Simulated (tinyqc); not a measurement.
Comparisons within one model: heavy doping: gap narrowing, degeneracy and the minority density. A value that a table varies takes the place of the one given here.

F_j(eta) = (1/Gamma(j + 1)) integral_0^infinity x^j dx/(1 + exp(x - eta)), which tends to exp(eta) for eta << 0.

Empirical narrowing (Slotboom form, constants chosen for the exercise; published fits of this form give the apparent narrowing, here it is taken as the true one): dEg = E0 [ln(N/N0) + sqrt(ln(N/N0)^2 + C)].

Majority: N = Nc F_1/2(eta), eta the distance of EF beyond the majority band edge in kT. Degeneracy factor gam = F_1/2(eta)/exp(eta). ni0^2 = Nc Nv exp(-Eg/kT); product n p = ni0^2 gam exp(dEg/kT), dEg the true narrowing; apparent narrowing dEa = dEg + kT ln gam; minority density = n p/N.

Bipolar transistor with N as emitter doping: beta = K (N/NB) exp((dEa_B + dG - dEa_E)/kT), dEa_E = dEg(N) + kT ln gam, dEa_B = dEg(NB). For the sweep in T, Nc is scaled as (T/T0)^(3/2) from its value at T0 = T.

Constants: kB = 8.617333262e-05 eV/K.

Parameters, chosen for this exercise (gap and densities of states near those of Ge at this temperature; narrowing constants of the size fitted for Si, not for this material; the results hold for these values, not for the real material):
- Eg = 0.618 eV (gap)
- Nc = 1.87e+19 1/cm^3 (conduction-band density of states)
- Nv = 8.8e+18 1/cm^3 (valence-band density of states)
- T = 450 K
- E0 = 9.98 meV (narrowing scale)
- N0 = 1.1e+17 1/cm^3 (onset density)
- C = 0.5 (smoothing constant)
- N = 5.4e+18 1/cm^3 (ionised donors, equal to the majority density)
- NB = 8e+17 1/cm^3 (base doping)
- K = 4.1 (ratio (D_B W_E)/(D_E W_B))
- dG = 50 meV (extra narrowing of the base by alloying)

## Narrowing against degeneracy

N takes the values listed; the last column is N over the factor gam exp(dEg/kT), the doping that a simple model would need to give the same minority density.

Results:
```
N (1/cm^3),eta,gam,dEg (meV),dEa (meV),minority (1/cm^3),effective doping (1/cm^3)
6.0e+16,-5.74,0.999,3.2,3.2,3.57e+14,5.52e+16
2.0e+17,-4.53,0.996,15.2,15.1,1.45e+14,1.36e+17
6.0e+17,-3.43,0.989,35.3,34.8,8.07e+13,2.44e+17
2.0e+18,-2.20,0.963,58.7,57.3,4.32e+13,4.57e+17
6.0e+18,-1.02,0.893,80.4,76.1,2.34e+13,8.44e+17
2.0e+19,0.44,0.689,104.3,89.9,1.00e+13,1.97e+18
6.0e+19,2.25,0.337,126.2,84.0,2.87e+12,6.88e+18
1.0e+20,3.45,0.171,136.3,67.8,1.13e+12,1.74e+19
4.0e+20,9.23,0.00211,164.0,-75.0,7.12e+09,2.77e+21
```

dEg grows steadily to 164.0 meV, while the apparent value peaks at 89.9 meV for N = 2e+19 and falls to -75.0 meV as the Fermi level enters the band. N grows by a factor 33 from the third to the sixth row and the effective doping by 8.1: net of degeneracy, narrowing takes away 76 % of the factor gained by heavier doping.

## Current gain against temperature

Gain:
```
T (K),beta,beta with dG = 0,without narrowing
150,122,2.55,27.7
200,80.2,4.41,27.7
250,63.0,6.19,27.7
300,54.0,7.81,27.7
350,48.5,9.25,27.7
400,44.9,10.5,27.7
450,42.3,11.6,27.7
```

dEa_B + dG - dEa_E at T0 = 16.4 meV

beta is 122 at 150 K and 42.3 at 450 K, since the net exponent is positive: the gap is narrower in the base. At 300 K narrowing and degeneracy change the gain by a factor 0.282 and alloying the base by 6.92.

## What moves the minority density and the gain

All results formed anew. Each row changes one parameter from the base and keeps the others.

Results:
```
case,dEg (meV),dEa (meV),minority (1/cm^3),beta
base,78.35,74.41,2.49e+13,42.3
N = 1.08e+19 1/cm^3,92.09,84.24,1.60e+13,65.6
E0 = 11.976 meV,94.02,90.08,3.73e+13,34.8
N0 = 2.2e+17 1/cm^3,64.65,60.71,1.75e+13,42.8
Eg = 0.638 eV,78.35,74.41,1.49e+13,42.3
Nc = 2.43e+19 1/cm^3,78.35,75.32,3.31e+13,41.3
NB = 1.6e+18 1/cm^3,78.35,74.41,2.49e+13,30.0
```

The largest shifts from the base row, up to three for each result and ties (the steps differ in size, so this ranks the rows, not the parameters). dEg (meV): E0 +15.67, N +13.74, N0 -13.70; unchanged at the printed digits by Eg, Nc and NB. dEa (meV): E0 +15.67, N0 -13.70, N +9.83; unchanged at the printed digits by Eg and NB. minority (1/cm^3): E0 +1.24e+13, Eg -1.00e+13, N -8.85e+12; unchanged at the printed digits by NB. beta: N +23.3, NB -12.3, E0 -7.44; unchanged at the printed digits by Eg.

(tinyqc, `OMP_NUM_THREADS=1 python tinyqc.py 1651356 1651357 out.jsonl`, Intel(R) Xeon(R) Processor @ 2.30GHz, 1 thread, shared host, about 0.01 s.)
